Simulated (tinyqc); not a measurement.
Raising the sheet density: Gamma, L and X subbands of a thin body with non-parabolic valleys.

Hard walls, flat band, c = hbar^2/2m0, energies from the bulk Gamma edge. For a valley at angle theta to the normal 1/m_z = cos^2/ml + sin^2/mt and m_d = sqrt(ml mt^2/m_z). Subband n starts at E_v + e with e (1 + a e) = c (n pi/t)^2/m_z, and its density-of-states mass is taken as m_d (1 + 2 a e), without further growth at higher in-plane energy. Groups are named by valley and degeneracy.

n_i = g m/(2 pi c) kB T ln(1 + exp((EF - E_i)/kB T)), sum n_i = Ns (1e12/cm^2 = 1e-4/angstrom^2), c = hbar^2/2m0. Quantum capacitance Cq = 1602.176634 sum g m/(2 pi c) f_i in microfarad/cm^2 with f_i = 1/(1 + exp((E_i - EF)/kB T)); Cox = 34.5313/eot (one gate); C/Cox = Cq/(Cq + Cox), the centroid term left out.

Constants: hbar^2/2m0 = 3.80998211 eV angstrom^2; kB = 8.617333262e-05 eV/K.

Parameters, chosen for this exercise (near those of a thin Ge channel; the results hold for these values, not for the real material): face = 110 (surface); mG = 0.0373 m0 (Gamma mass); aG = 1.05 1/eV (Gamma non-parabolicity); EL = -0.154 eV (L edge above Gamma); mL = (1.597, 0.082) m0 (L valleys (four, along <111>): ml, mt); EX = 0.033 eV (X edge above Gamma); mX = (0.876, 0.191) m0 (Delta valleys (six, along <100>): ml, mt); aS = 0.49 1/eV (non-parabolicity of L and X); t = 78 angstrom (body thickness); T = 300 K (temperature); eot = 7 angstrom (equivalent oxide thickness); Nl = (0.5, 1, 2, 4, 7, 11, 16) x 1e12/cm^2 (sheet densities).

Fixed thickness, n = 1 to 8 of all groups; the gate overdrive above the lowest edge is (EF - E_lowest)/e + 0.1602177 Ns/Cox in volts.

Results:

| Ns (1e12/cm^2) | EF - lowest (eV) | Gamma share (%) | Cq | C/Cox | overdrive (V) |
|---|---|---|---|---|---|
| 0.5 | -0.066 | 0.0 | 3.01 | 0.379 | -0.050 |
| 1.0 | -0.047 | 0.0 | 5.86 | 0.543 | -0.015 |
| 2.0 | -0.028 | 0.0 | 11.13 | 0.693 | 0.037 |
| 4.0 | -0.007 | 0.0 | 20.35 | 0.805 | 0.123 |
| 7.0 | 0.012 | 0.0 | 31.94 | 0.866 | 0.239 |
| 11.0 | 0.028 | 0.0 | 44.84 | 0.901 | 0.386 |
| 16.0 | 0.044 | 0.0 | 58.30 | 0.922 | 0.564 |

The lowest subband is L2 n=1; the light Gamma level lies 271 meV above it, above that valley in the bulk already and lifted further by confinement. At the highest density band filling takes 0.044 V of the 0.564 V overdrive. Cq grows from 3.0 to 58.3 microfarad/cm^2 while EF moves from -0.066 to +0.044 eV against the lowest edge; the Gamma share stays near 0 %.

Program tinyqc; command `OMP_NUM_THREADS=1 python tinyqc.py 1250083 1250084 out.jsonl`; about 0.03 s on one thread of a shared Intel(R) Xeon(R) Processor @ 2.30GHz.
